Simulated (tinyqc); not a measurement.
Fermi level and growth conditions: formation energy of a charged point defect from supercell energies. Computed by tinyqc, a small Python program. Command: `OMP_NUM_THREADS=1 python tinyqc.py 3020094 3020095 out.jsonl formation walk`. One thread of a shared host (Intel(R) Xeon(R) Processor @ 2.30GHz), about 0.01 s of CPU time with the checks.

The host is a compound AB. Making the defect adds n_A = 1, n_B = 0 atoms to the cell. All total energies are inputs. E_F is counted from the valence-band maximum (VBM); x = 0 is A-rich and x = 1 B-rich growth.

Inputs (values chosen for the exercise, for a model compound AB):

| quantity | value | unit |
|---|---|---|
| gap E_g | 2.95 | eV |
| E_VBM of the host cell | 5.624 | eV |
| potential alignment dV | 0.058 | eV |
| dielectric constant eps | 10.1 | - |
| cell length L | 14.2 | angstrom |
| mu_A of the pure element | -2.35 | eV |
| formation enthalpy dH of AB | -1.18 | eV |
| growth condition x | 0.33 | - |

Defect: A interstitial. Supercell lattice: fcc.

charge states q: 0  -1  -2

E(defect, q) - E(host), in the order of q (eV): 0.883  7.25  15.06

Constants: e^2/(4 pi eps_0) = 14.39964548 eV angstrom.

Method:
- dmu_A = x dH and dmu_B = (1 - x) dH, so that dmu_A + dmu_B = dH; mu = mu(element) + dmu.
- The reservoir term is sum n_i mu_i.
- Image-charge correction of a point charge in a neutralising background: E_corr = q^2 alpha e^2/(4 pi eps_0) / (2 eps L), alpha = 2.888282 for a fcc array with L the cube root of the volume.
- E_f(q, E_F) = [E(defect, q) - E(host)] - sum n_i mu_i + q (E_VBM + dV + E_F) + E_corr(q).
- Each entry is the lowest E_f over q.

E_f(q, 0) (eV): (q=0) 3.62240, (q=-1) 4.45239, (q=-2) 7.01538

sum n_i mu_i = -2.7394 eV

Lowest formation energy (eV):

| E_F (eV) | stable q | A-rich, x = 0 | x = 0.5 | B-rich, x = 1 |
|---|---|---|---|---|
| 0.000 | 0 | 3.2330 | 3.8230 | 4.4130 |
| 0.369 | 0 | 3.2330 | 3.8230 | 4.4130 |
| 0.738 | 0 | 3.2330 | 3.8230 | 4.4130 |
| 1.106 | -1 | 2.9570 | 3.5470 | 4.1370 |
| 1.475 | -1 | 2.5880 | 3.1780 | 3.7680 |
| 1.844 | -1 | 2.2190 | 2.8090 | 3.3990 |
| 2.213 | -1 | 1.8500 | 2.4400 | 3.0300 |
| 2.581 | -2 | 1.4640 | 2.0540 | 2.6440 |
| 2.950 | -2 | 0.7260 | 1.3160 | 1.9060 |

Going from A-rich to B-rich growth shifts every line by +1.180 eV and moves no transition level. The slope of the envelope is the stable charge, so E_f is highest in the rows from E_F = 0 to 0.738 eV, where the neutral state is stable: the defect forms most easily in n-type material.

Extremes, crossings and ranges named in words are read from the listed rows.
